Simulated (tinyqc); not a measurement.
Bandgap voltage reference from two bipolar transistors: output against temperature.

Two transistors of area 1 and N carry the same current I. Is(T) = Is (T/T0)^eta exp[(Vg0 q/kB)(1/T0 - 1/T)], VBE1 = Vt ln(I/Is(T)) + I rb, VBE2 = Vt ln(I/(N Is(T))) + I rb/N. The amplifier forces I R1(T) = VBE1 - VBE2 + Vos, with R(T) = R (1 + tc (T - T0)) for both resistors, and the output is Vref = VBE1 + I R2(T). Base currents and the Early effect are neglected.

Vt = kB T/q; I = (Vt ln N + Vos)/(R1(T) - rb (1 - 1/N)).

Parameters, values chosen for the exercise; values of the order met in silicon bipolar transistors:
```
symbol    value   unit                                                   meaning
T0          300      K                                     reference temperature
Vg0       1.167      V                      band-gap voltage extrapolated to 0 K
eta           4                   temperature exponent of the saturation current
Is      9.6e-17      A           saturation current of the unit transistor at T0
N            10                              area ratio of the second transistor
R1           26   kohm  resistor across which the difference of VBE falls, at T0
tc            0  ppm/K                 temperature coefficient of both resistors
Vos           0     mV                                   offset of the amplifier
rb           75    ohm                  series resistance of the unit transistor
R2        278.4   kohm                                     output resistor at T0
```

Constants: q = 1.602176634e-19 C, kB = 1.380649e-23 J/K. Results are converted to the units shown.

Output against temperature:

| T (K) | I (uA) | VBE1 (V) | I R2 (V) | Vref (V) | Vref - Vref(T0) (mV) | dVref/dT (uV/K) |
|---|---|---|---|---|---|---|
| 218 | 1.668 | 0.7860 | 0.4644 | 1.250 | -6.612 | 124.1 |
| 233 | 1.783 | 0.7558 | 0.4963 | 1.252 | -4.881 | 106.9 |
| 253 | 1.936 | 0.7151 | 0.5389 | 1.254 | -2.959 | 85.61 |
| 273 | 2.089 | 0.6740 | 0.5815 | 1.256 | -1.446 | 65.94 |
| 298 | 2.280 | 0.6221 | 0.6348 | 1.257 | -0.08484 | 43.28 |
| 323 | 2.471 | 0.5697 | 0.6880 | 1.258 | 0.7335 | 22.46 |
| 348 | 2.663 | 0.5168 | 0.7413 | 1.258 | 1.051 | 3.186 |
| 373 | 2.854 | 0.4634 | 0.7946 | 1.258 | 0.9039 | -14.75 |
| 398 | 3.045 | 0.4095 | 0.8478 | 1.257 | 0.3232 | -31.52 |
| 423 | 3.237 | 0.3553 | 0.9011 | 1.256 | -0.6636 | -47.27 |

What does the comparison show?

VBE1 falls by 2.10 mV/K on average and I R2 rises by 2.13 mV/K. The slope of Vref vanishes at T = 352 K. Between 233 and 398 K Vref spans 5.94 mV, or 28.6 ppm/K by the box method (span over the average over T, over 165 K).

tinyqc, about 0.02 s, one thread, Intel Xeon 2.30GHz (shared host): `OMP_NUM_THREADS=1 python tinyqc.py 2062075 2062076 out.jsonl`
